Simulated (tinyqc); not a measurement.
Crystallisation kinetics and data retention of a phase-change cell: two steps of the calculation.

Johnson-Mehl-Avrami-Kolmogorov law X = 1 - exp(-y^n), y = integral of k dt, k = (1/100 s) exp[-(Ec q/kB)(1/T - 1/T1)].

Inputs (values chosen for the exercise); values of the order of Ge-Sb-Te and related chalcogenides: activation energy of crystallisation Ec = 1.93 eV; temperature at which the rate k is 1/(100 s) T1 = 413 K; Avrami exponent n = 4; crystalline share at which the state is lost Xf = 0.4; storage temperature T = 333 K; heating rate b = 10 K/min; start of the ramp table Ta = 383 K; step of the table dT = 6 K; steps m = 10.

Constants: q = 1.602176634e-19 C, kB = 1.380649e-23 J/K. Results are converted to the units shown.

Problem 1. Retention. At fixed T the state fails at t = (-ln(1 - Xf))^(1/n)/k; ten years are 3.15576e8 s.

Wanted: k; y at failure; time to fail; the same in years; temperature for ten years.

Solution 1.

k = 2.198e-8 1/s
y at failure = 0.8454
time to fail = 3.847e7 s
the same in years = 1.219
temperature for ten years = 322.9 K

The cell misses ten years at 333 K.

Problem 2. A heating ramp. T rises at the rate b. Start with y = k (kB Ta^2/(q Ec))/b, the integral from cold to Ta to leading order; over each step k is taken as exponential in T, so y gains (dT/b)(k2 - k1)/ln(k2/k1). dX/dt = n y^(n - 1) k exp(-y^n), listed as 0 once y^n exceeds 23.

Wanted: T; k; y; X; dX/dt.

Solution 2.

| point | T (K) | k (1/s) | y | X | dX/dt (1/s) |
|---|---|---|---|---|---|
| 0 | 383 | 1.430e-4 | 0.005618 | 9.963e-10 | 1.014e-10 |
| 1 | 389 | 3.523e-4 | 0.01397 | 3.814e-8 | 3.846e-9 |
| 2 | 395 | 8.448e-4 | 0.03425 | 1.376e-6 | 1.357e-7 |
| 3 | 401 | 0.001973 | 0.08214 | 4.551e-5 | 4.374e-6 |
| 4 | 407 | 0.004496 | 0.1924 | 0.001370 | 1.279e-4 |
| 5 | 413 | 0.01000 | 0.4403 | 0.03688 | 0.003288 |
| 6 | 419 | 0.02174 | 0.9845 | 0.6092 | 0.03243 |
| 7 | 425 | 0.04624 | 2.153 | 1.000 | 8.551e-10 |
| 8 | 431 | 0.09629 | 4.609 | 1.000 | 0 |
| 9 | 437 | 0.1965 | 9.668 | 1.000 | 0 |
| 10 | 443 | 0.3935 | 19.88 | 1.000 | 0 |

Range of the model: One Arrhenius rate is assumed; incubation, growth from the boundary and the non-Arrhenius kinetics of the supercooled liquid are left out.

Program tinyqc, `OMP_NUM_THREADS=1 python tinyqc.py 2490127 2490128 out.jsonl`; Intel Xeon 2.30GHz, shared host, one thread, about 0.02 s.
